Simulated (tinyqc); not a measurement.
Implant damage, amorphisation by cascade overlap, and solid-phase epitaxial regrowth. From one set of inputs to another, one input at a time. Computed by tinyqc, a small Python program. Command: `OMP_NUM_THREADS=1 python tinyqc.py 3112533 3112534 out.jsonl sper ladder`. One thread of a shared host (Intel(R) Xeon(R) Processor @ 2.30GHz), about 0.01 s of CPU time with the checks.

Range and width of the damage are inputs. Dynamic annealing enters only through the surviving share f.

The inputs printed are set A. Set A is modelled on arsenic ions in silicon; the values taken over come from a set modelled on phosphorus ions in silicon. Inputs not listed in the table keep their values of set A, so the rows need not describe a real material.

Inputs (values chosen for the exercise, modelled on arsenic ions in silicon):
```
quantity                           value    unit
atomic density N                    49.9  1/nm^3
ion Z1                                33       -
ion mass M1                         74.9       u
target Z2                             14       -
target mass M2                     28.09       u
ion energy E                         120     keV
displacement energy E_d               13      eV
depth of the damage peak R_d          81      nm
width of the damage profile s_d       56      nm
share of defects that survive f     0.69       -
critical displaced share x_c        0.14       -
dose Q                           1.9e+14  1/cm^2
```

Constants: a_0 = 0.529177210903 angstrom; e^2/(4 pi eps_0) = 14.39964548 eV angstrom.

Method:
- Robinson partition: eps = E a M2/(Z1 Z2 (e^2/(4 pi eps_0)) (M1 + M2)), a = 0.8853 a_0/sqrt(Z1^(2/3) + Z2^(2/3)); k = 0.0793 Z1^(2/3) Z2^(1/2) (M1 + M2)^(3/2)/((Z1^(2/3) + Z2^(2/3))^(3/4) M1^(3/2) M2^(1/2)); damage energy T_d = E/(1 + k (eps + 0.40244 eps^(3/4) + 3.4008 eps^(1/6))); displacements nu = 0.8 T_d/(2 E_d).
- Displaced share x(z) = f nu Q exp(-(z - R_d)^2/(2 s_d^2))/(sqrt(2 pi) s_d N); the layer is amorphous where x > x_c, between R_d -/+ s_d sqrt(2 ln(x_max/x_c)), the upper edge being cut at the surface. Threshold dose Q_c = Q x_c/x_max.
- Displaced atoms per area beyond the lower edge z2: f nu Q (1/2) erfc((z2 - R_d)/(sqrt2 s_d)); they are not removed by regrowth.

Each row keeps all changes above it:
```
input moved                              from       to  threshold dose Q_c (1/cm^2)  lower edge (nm)  displaced atoms beyond z2 (1/cm^2)
set A                                       -        -                    5.602e+13            168.5                           1.964e+16
critical displaced share x_c             0.14     0.11                    4.402e+13            176.8                           1.450e+16
displacement energy E_d (eV)               13       16                    5.417e+13            169.7                           1.529e+16
depth of the damage peak R_d (nm)          81       85                    5.417e+13            173.7                           1.529e+16
width of the damage profile s_d (nm)       56       53                    5.127e+13            170.8                           1.426e+16
ion energy E (keV)                        120       85                    7.008e+13            159.9                           1.560e+16
dose Q (1/cm^2)                       1.9e+14  1.1e+14                    7.008e+13            135.3                           1.959e+16
share of defects that survive f          0.69     0.83                    5.826e+13            144.8                           1.787e+16
```

Where does the difference come from?

Threshold dose Q_c goes from 5.60e13 to 5.83e13, a factor 1.04 in all. The largest single move comes from ion energy E (a factor 1.37), and critical displaced share x_c works against it (a factor 0.786). Lower edge goes from 169 to 145, a factor 0.859 in all. The largest single move comes from dose Q (a factor 0.847), and share of defects that survive f works against it (a factor 1.07). Displaced atoms beyond z2 goes from 1.96e16 to 1.79e16, a factor 0.910 in all. The largest single move comes from critical displaced share x_c (a factor 0.739), and dose Q works against it (a factor 1.26). The single moves hold for this order of the switches; the total does not depend on the order.

Extremes, crossings and ranges named in words are read from the listed rows.
